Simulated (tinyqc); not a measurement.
Strained Delta valleys, repopulation and conductivity mass: two steps of the calculation.

A cubic crystal with three pairs of conduction valleys along x, y and z under uniaxial stress X along [100] (X > 0 is tension); current along [010]. Non-degenerate electrons, fixed total density, one relaxation time for all valleys and stresses, masses unchanged by strain, so the mobility goes as the mean inverse mass.

Values chosen for this exercise; values close to those of silicon: temperature T = 300 K; compliance s11 = 7.91 1/TPa; compliance s12 = -2.18 1/TPa; compliance s44 = 12.7 1/TPa; shear deformation potential Xu = 8.72 eV; uniaxial stress (tension positive) X = 820 MPa.

Constants: q = 1.602176634e-19 C, kB = 1.380649e-23 J/K, Vt = kB T/q. Results are converted to the units shown.

Task 1. Strain tensor. Stress s_ij = X a_i a_j with a the unit vector along [100]; strain e_ii = s11 s_ii + s12 (s_jj + s_kk), e_ij = s44 s_ij/2.

Wanted: strain.

Result 1.

strain (%):

|  | x | y | z |
|---|---|---|---|
| x | 0.6486 | 0.0000 | 0.0000 |
| y | 0.0000 | -0.1788 | 0.0000 |
| z | 0.0000 | 0.0000 | -0.1788 |

Task 2. Valley shifts and shares. Valley shift dE = Xu (n.e.n - trace(e)/3) with n the valley axis; share f proportional to exp(-dE/Vt).

strain (%):

|  | x | y | z |
|---|---|---|---|
| x | 0.64862000 | 0.00000000 | 0.00000000 |
| y | 0.00000000 | -0.17876000 | 0.00000000 |
| z | 0.00000000 | 0.00000000 | -0.17876000 |

Give: dE; share f.

Result 2.

| valley | dE (meV) | share f |
|---|---|---|
| x | 48.098 | 0.02977 |
| y | -24.049 | 0.48511 |
| z | -24.049 | 0.48511 |

The splitting is 72.1 meV, 2.8 Vt.

Computed by the program tinyqc: `OMP_NUM_THREADS=1 python tinyqc.py 2530041 2530042 out.jsonl`, one thread of a shared Intel Xeon 2.30GHz, about 0.01 s for the whole run.
